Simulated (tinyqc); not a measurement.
Inside a calculation. Model: free and trapped electrons in a MOS channel with a dense trap tail.

Computed by the program tinyqc: `OMP_NUM_THREADS=1 python tinyqc.py 2222043 2222044 out.jsonl`, one thread of a shared Intel Xeon 2.30GHz, about 0.02 s for the whole run. Printed values are rounded.

p-type body, charge-sheet picture, full ionisation (an idealisation for deep acceptors), Boltzmann statistics for free electrons. e = Ec - EF at the surface. Acceptor-like traps of density D(E) = D0 + De exp(-E/Ew) at depth E below Ec, from 0 to Eu, hold n_t = integral of D(E)/(1 + exp((e - E)/Vt)). psi = Eg - Vt ln(Nv/Na) - e; N_dep = sqrt(2 eps0 eps_r Na (psi - Vt)/q); n_f = sqrt(N_dep^2 + 2 eps0 eps_r Vt Nc exp(-e/Vt)/q) - N_dep; Vg = Vfb + psi + q (N_dep + n_t + n_f)/Cox, Cox = eps0 eox/tox.

Parameters, values chosen for the exercise; band and dielectric values close to those of gallium nitride: temperature T = 475 K; band gap Eg = 3.41 eV; relative permittivity eps_r = 9.34; conduction-band density of states at T Nc = 4.54e18 cm^-3; valence-band density of states at T Nv = 9.22e19 cm^-3; relative permittivity of the insulator eox = 3.9; insulator thickness tox = 27 nm; acceptor density Na = 5.8e16 cm^-3; flat-band voltage without trapped charge Vfb = -3 V; constant background density of acceptor-like traps D0 = 1.1e10 cm^-2 eV^-1; density of the tail at the conduction edge De = 3.5e12 cm^-2 eV^-1; decay energy of the tail Ew = 0.06 eV; depth below Ec down to which the traps reach Eu = 0.74 eV; mobility of free electrons mf = 180 cm^2/(V s); Ec - EF at the surface e = 0.071 eV.

Constants: q = 1.602176634e-19 C, kB = 1.380649e-23 J/K, Vt = kB T/q, eps0 = 8.8541878128e-14 F/cm where lengths are in cm. Results are converted to the units shown.

Range of the model: EF lies less than 2 Vt below the band edge, or above it, where degeneracy and confinement, left out, matter.

## Trapped charge

Trapezoid rule on 13 equal steps from 0 to Eu, f = 1/(1 + exp((e - E)/Vt)).

E, point 0 to 13 (eV): [0, 0.05692308, 0.1138462, 0.1707692, 0.2276923, 0.2846154, 0.3415385, 0.3984615, 0.4553846, 0.5123077, 0.5692308, 0.6261538, 0.6830769, 0.74]
D(E) f, point 0 to 13 (cm^-2 eV^-1): [5.266639e11, 5.668366e11, 3.965984e11, 1.970186e11, 8.779070e10, 4.125232e10, 2.277062e10, 1.556468e10, 1.276857e10, 1.168503e10, 1.126530e10, 1.110274e10, 1.103979e10, 1.101541e10]
n_t = 9.418111e10 cm^-2

With 1600 steps n_t = 9.479e10 cm^-2; the coarse value is 0.64 % below it.

## Charges and gate voltage

psi, N_dep, n_f and Vg as defined, with the n_t given; free share n_f/(n_f + n_t); apparent mobility mf n_f/(n_f + n_t); gate voltage spent on traps q n_t/Cox.

psi = 3.037277 V
N_dep = 1.339422e12 cm^-2
n_f = 1.209210e11 cm^-2
Vg = 1.984691 V
free share = 56.21563 %
apparent mobility = 101.1881 cm^2/(V s)
gate voltage spent on traps = 0.1179844 V
